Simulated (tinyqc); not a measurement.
Scattering of inversion-layer electrons by surface optical phonons of the gate insulator (remote phonon scattering). From one set of inputs to another, one input at a time. Computed by tinyqc, a small Python program. Command: `OMP_NUM_THREADS=1 python tinyqc.py 3110891 3110892 out.jsonl sophonon ladder`. One thread of a shared host (Intel(R) Xeon(R) Processor @ 2.30GHz), about 0.05 s of CPU time with the checks.

One subband with the Fang-Howard envelope; insulator and channel are half-spaces, the gate is far away, and an interlayer only moves the polar surface away by t (its own modes and its permittivity contrast are left out).

The inputs printed are set A. Set A is modelled on Al2O3 on silicon; the values taken over come from a set modelled on HfO2 on germanium. Inputs not listed in the table keep their values of set A, so the rows need not describe a real material.

Inputs (values chosen for the exercise, modelled on Al2O3 on silicon):
```
quantity                                   value        unit
static constant of the insulator eps_0s     12.2           -
intermediate constant eps_i                 7.16           -
optical constant eps_inf                    3.25           -
hbar omega_TO1                              49.5         meV
hbar omega_TO2                              73.3         meV
constant of the channel eps_s               11.7           -
in-plane mass m                             0.19         m_0
valleys g_v                                    2           -
sheet density n                          2.6e+12      1/cm^2
mean distance of the electrons z0 = 3/b      2.1          nm
interlayer thickness t                         0          nm
temperature T                                250           K
electron energy E                            110         meV
mobility from other processes                550  cm^2/(V s)
```

Screening by the channel electrons: static.

Constants: k_B = 8.617333262e-05 eV/K; hbar^2/(2 m_0) = 3.80998212 eV angstrom^2; e^2/(4 pi eps_0) = 14.39964548 eV angstrom; hbar = 6.582119569e-16 eV s; e = 1.602176634e-19 C; m_0 = 9.1093837015e-31 kg.

Method:
- eps(w) = eps_inf + (eps_0s - eps_i) w1^2/(w1^2 - w^2) + (eps_i - eps_inf) w2^2/(w2^2 - w^2). Surface modes solve eps(w) + eps_s = 0, a quadratic in w^2; the strength of a mode is g = 2/(w d eps/dw).
- Occupation N = 1/(exp(hbar w/(k_B T)) - 1).
- Density of states D = g_v m/(pi hbar^2); eta = E_F/(k_B T) = ln(exp(n/(D k_B T)) - 1); screening wave number q_s = e^2 D/(2 eps_0 eps_avg) x 1/(1 + exp(-eta)), eps_avg = (eps_s + eps_inf)/2; b = 3/z0.
- For a mode of strength g, without the occupation factor, Area x |M(q)|^2 = e^2 hbar w g/(2 eps_0 q) x (b/(b + q))^6 exp(-2 q t) / (1 + (q_s/q) H(q))^2, H = (1 + 9 x/8 + 3 x^2/8)/(1 + x)^3, x = q/b.
- Approximate momentum relaxation rate, taking tau v alike in the initial and final states: 1/tau = (m/(2 pi hbar^3)) sum over modes and over absorption (N, E' = E + hbar w) and emission (N + 1, E' = E - hbar w > 0) of [(1 - f(E'))/(1 - f(E))] int_0^(2 pi) Area |M(q)|^2 (1 - cos theta) d theta, q^2 = k^2 + k'^2 - 2 k k' cos theta, f the Fermi function; 48 midpoints in theta from 0 to pi.
- mu = (e/m) int tau E f (1 - f) dE/(k_B T int f dE), by 300 midpoints from 0 to (max(eta, 0) + 14) k_B T; Matthiessen sum with the other processes.

Each row keeps all changes above it:
```
input moved                                          from          to  remote-phonon mobility (cm^2/(V s))  tau at E (fs)  loss of mobility (%)
set A                                                   -           -                                89390          780.6                  0.61
mean distance of the electrons z0 = 3/b (nm)          2.1         1.3                                42200          359.5                  1.29
sheet density n (1/cm^2)                          2.6e+12     5.7e+11                                25637          151.7                  2.10
in-plane mass m (m_0)                                0.19       0.119                                39547          152.9                  1.37
hbar omega_TO1 (meV) and hbar omega_TO2 (meV)  49.5, 73.3  12.5, 48.6                                 4186          268.5                 11.61
temperature T (K)                                     250         150                                11772          391.9                  4.46
```

Which inputs carry the difference?

Remote-phonon mobility goes from 89400 to 11800, a factor 0.132 in all. The largest single move comes from hbar omega_TO1 with hbar omega_TO2 (a factor 0.106), and temperature T works against it (a factor 2.81). tau at E goes from 781 to 392, a factor 0.502 in all. The largest single move comes from sheet density n (a factor 0.422), and hbar omega_TO1 with hbar omega_TO2 works against it (a factor 1.76). Loss of mobility goes from 0.612 to 4.46, a factor 7.30 in all. The largest single move comes from hbar omega_TO1 with hbar omega_TO2 (a factor 8.47), and temperature T works against it (a factor 0.384). The single moves hold for this order of the switches; the total does not depend on the order.

Caution (all rows): a relaxation time is only an approximation for inelastic scattering, and static or no screening brackets the true dynamic screening only roughly.

Extremes, crossings and ranges named in words are read from the listed rows.
